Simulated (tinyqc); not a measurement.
Trench capacitor in an array: capacitance, non-linearity, leakage and relaxation: capacitance, non-linearity and leakage against thickness.

A film between two metal electrodes, each interface adding a series capacitance ci. The small-signal permittivity is ek (1 + aq E^2); the field is found with the linear permittivity. Leakage J = J0 sinh(E/Ef). After a voltage step the film passes a relaxation current kr C V tt^(-nr), tt being the time in seconds. The sidewall is a coaxial capacitor with radii a = dm/2 - t and b = dm/2, depth AR dm; the end face is left out.

Planar film: Cf = eps0 ek/t, 1/C = 1/Cf + 2/ci, EOT = 3.9 eps0/C, effective permittivity C t/eps0, E = (V/t) C/Cf; quadratic coefficient [C(V)/C - 1]/V^2 with Cf (1 + aq E^2) in C(V).

Values chosen for this exercise; permittivity of the order of that of zirconium oxide:
- ek = 38.2 (relative permittivity of the film)
- ci = 1000 uF/cm^2 (capacitance of each electrode interface (dead layer and screening))
- aq = 0.015 cm^2/MV^2 (quadratic field coefficient of the permittivity)
- V = 2.3 V (bias)
- J0 = 3.3e-10 A/cm^2 (leakage prefactor)
- Ef = 0.27 MV/cm (field for an e-fold rise of the leakage)

Constants: eps0 = 8.8541878128e-14 F/cm where lengths are in cm. Results are converted to the units shown.

Result of one run:
```
C (uF/cm^2)  EOT (nm)  effective permittivity  E (MV/cm)  quadratic coefficient (ppm/V^2)  J (A/cm^2)
0.99282        3.4781                  38.124    0.67513                           1289.8   1.9975e-9
```

Which film thickness t gave this result: 5.9, 7.9, 14, 34 or 60 nm?

t = 34 nm.

The whole series:
```
t (nm)  C (uF/cm^2)  EOT (nm)  effective permittivity  E (MV/cm)  quadratic coefficient (ppm/V^2)  J (A/cm^2)
5.9          5.6677   0.60926                  37.767     3.8541                            41537   2.6111e-4
7.9          4.2450   0.81345                  37.876     2.8867                            23403   7.2559e-6
11           3.0560    1.1299                  37.967     2.0781                            12166   3.6320e-7
14           2.4043    1.4362                  38.016     1.6350                           7541.7   7.0357e-8
19           1.7738    1.9467                  38.064     1.2062                           4110.7   1.4376e-8
25           1.3493    2.5593                  38.097    0.91752                           2380.5   4.9297e-9
34          0.99282    3.4781                  38.124    0.67513                           1289.8   1.9975e-9
45          0.75049    4.6011                  38.143    0.51034                           737.41   1.0675e-9
60          0.56308    6.1326                  38.157    0.38290                           415.26  6.4141e-10
```

C falls from 5.67 to 0.563 uF/cm^2 while the effective permittivity goes from 37.8 to 38.2 (ek = 38.2). EOT is a straight line in t with slope 3.9/ek = 0.102 and intercept 0.00691 nm. The quadratic coefficient goes as t^(-1.97) between the first two rows and t^(-2.00) between the last two (-2 without interfaces), and J falls by 5.61 decades.

Numbers from tinyqc (`OMP_NUM_THREADS=1 python tinyqc.py 2102068 2102069 out.jsonl`; about 0.01 s on one thread of a shared Intel Xeon 2.30GHz).
